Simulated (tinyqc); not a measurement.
Comparisons within one model: carrier statistics of a doped semiconductor with parabolic bands. A value that a table varies takes the place of the one given here.

Eg(T) = Eg0 - al T^2/(T + be); m_de = Mv^(2/3) (ml mt^2)^(1/3); m_dh = (mhh^(3/2) + mlh^(3/2))^(2/3); Nc and Nv from N = 2 (m kB T/(4 pi c))^(3/2) with c = hbar^2/2m0, in 1/angstrom^3; times 1e24 for 1/cm^3.

Energies are counted from Ev, so Ec = Eg. n = Nc F_1/2((EF - Eg)/kT), p = Nv F_1/2(-EF/kT), ND+ = ND/(1 + 2 exp((EF - Eg + ED)/kT)), NA- = NA/(1 + 4 exp((EA - EF)/kT)); neutrality asks p + ND+ = n + NA-. F_j(eta) = (1/Gamma(j + 1)) integral_0^infinity x^j dx/(1 + exp(x - eta)), which tends to exp(eta) for eta << 0.

Constants: hbar^2/2m0 = 3.80998211 eV angstrom^2; kB = 8.617333262e-05 eV/K.

Values chosen for the exercise (near those of GaAs; shifted at random, so the results belong to these values and not to a real crystal): Eg0 = 1.537 eV (gap at 0 K); al = 0.000515 eV/K (Varshni alpha); be = 200 K (Varshni beta); ml = 0.0645 m0 (longitudinal electron mass); mt = 0.0645 m0 (transverse electron mass); Mv = 1 (equivalent valleys); mhh = 0.489 m0 (heavy-hole mass); mlh = 0.0842 m0 (light-hole mass); ND = 1.2e+15 1/cm^3 (donors); NA = 4.5e+12 1/cm^3 (acceptors); ED = 0.00601 eV (donor level below Ec); EA = 0.0254 eV (acceptor level above Ev); T = 200 K.

## Temperature

Neutrality solved at each temperature; ni = sqrt(Nc Nv) exp(-Eg/2kT).

Carriers (1/cm^3):
```
T (K)  EF (eV)         n         p  majority / |ND - NA|        ni  Eg (eV)
30      1.5271  6.05e+14    <1e-99                 0.506    <1e-99   1.5350
50      1.5173  9.38e+14    <1e-99                 0.784  8.31e-61   1.5318
77      1.5002  1.09e+15  7.75e-81                 0.908  2.91e-33   1.5260
120     1.4673  1.15e+15  5.54e-44                 0.962  8.00e-15   1.5138
200     1.3951  1.18e+15  3.50e-17                 0.985     0.203   1.4855
300     1.2932  1.19e+15   0.00174                 0.993  1.44e+06   1.4443
450     1.1264  1.19e+15  4.10e+06                 0.996  6.99e+10   1.3766
600     0.9494  1.19e+15  2.75e+11                 0.998  1.81e+13   1.3053
800     0.7407  2.06e+15  8.63e+14                  1.72  1.33e+15   1.2074
1000    0.6906  1.97e+16  1.85e+16                  16.5  1.91e+16   1.1078
```

Ionisation is incomplete: the majority density is below 90 % of the net doping at 30 and 50 K, down to a share of 0.51. It is within 10 % of the net doping at 77, 120, 200, 300, 450 and 600 K. At 800 and 1000 K thermal pairs lift it more than 10 % above the net doping; ni has reached 1.91e+16 1/cm^3 at 1000 K against a net doping of 1.20e+15. EF goes from 1.527 eV to 0.691 eV, where midgap is 0.554 eV and the intrinsic level (Boltzmann) 0.688 eV.

## Doping level

Only donors are present (NA = 0); eta is the distance of EF beyond the conduction edge in units of kT.

Neutral state:
```
ND (1/cm^3)  EF (eV)  majority (1/cm^3)  ionised share    eta
1.0e+14       1.3525           9.99e+13          0.999  -7.71
1.0e+15       1.3921           9.88e+14          0.988  -5.42
1.0e+16       1.4303           8.97e+15          0.897  -3.20
1.0e+17       1.4632           5.62e+16          0.562  -1.29
1.0e+18       1.4902           2.12e+17          0.212   0.27
3.0e+18       1.5025           3.49e+17          0.116   0.99
1.0e+19       1.5162           5.62e+17          0.056   1.78
3.0e+19       1.5291           8.19e+17          0.027   2.53
```

The impurity level lies at 1.4795 eV. The ionised share falls from 0.999 to 0.027 as EF passes through it between 1e+17 and 1e+18 1/cm^3 (share 1/3 there); it is below one half from 1e+18 1/cm^3 on. Over the last two rows the doping grows threefold and the majority density by a factor 1.46. EF comes within 3 kT of the majority band edge from 1e+17 1/cm^3 on. Above roughly 2e+16 1/cm^3 (N^(1/3) a = 0.26, with the radius a = sqrt(c/(m E)) from the ionisation energy E and the mass (ml mt^2)^(1/3)) the levels merge with the band and real ionisation is complete; sharp levels then overstate freeze-out.

## What each input does

Neutrality solved anew for each case. Each row changes one parameter from the base and keeps the others.

Results:
```
case                  EF (eV)  n (1/cm^3)  p (1/cm^3)
base                   1.3951    1.18e+15    3.50e-17
T = 220 K              1.3755    1.18e+15    1.78e-13
ND = 2.4e+15 1/cm^3    1.4069    2.33e+15    1.77e-17
NA = 5.85e+12 1/cm^3   1.3951    1.18e+15    3.51e-17
Eg0 = 1.587 eV         1.4451    1.18e+15    1.92e-18
mt = 0.0774 m0         1.3920    1.18e+15    4.19e-17
mhh = 0.5868 m0        1.3951    1.18e+15    4.53e-17
ED = 0.009 eV          1.3951    1.17e+15    3.51e-17
```

The largest shifts from the base row, up to three for each result and ties (the steps differ in size, so this ranks the rows, not the parameters). EF (eV): Eg0 +0.0500, T -0.0196, ND +0.0118; unchanged at the printed digits by NA, mhh and ED. n (1/cm^3): ND +1.15e+15, ED -3.23e+12; unchanged at the printed digits by T, NA, Eg0, mt and mhh. p (1/cm^3): T +1.78e-13, Eg0 -3.31e-17, ND -1.73e-17.

Run: tinyqc, `OMP_NUM_THREADS=1 python tinyqc.py 1681835 1681836 out.jsonl`; Intel(R) Xeon(R) Processor @ 2.30GHz, one thread, shared host; about 0.01 s of CPU time with all checks.
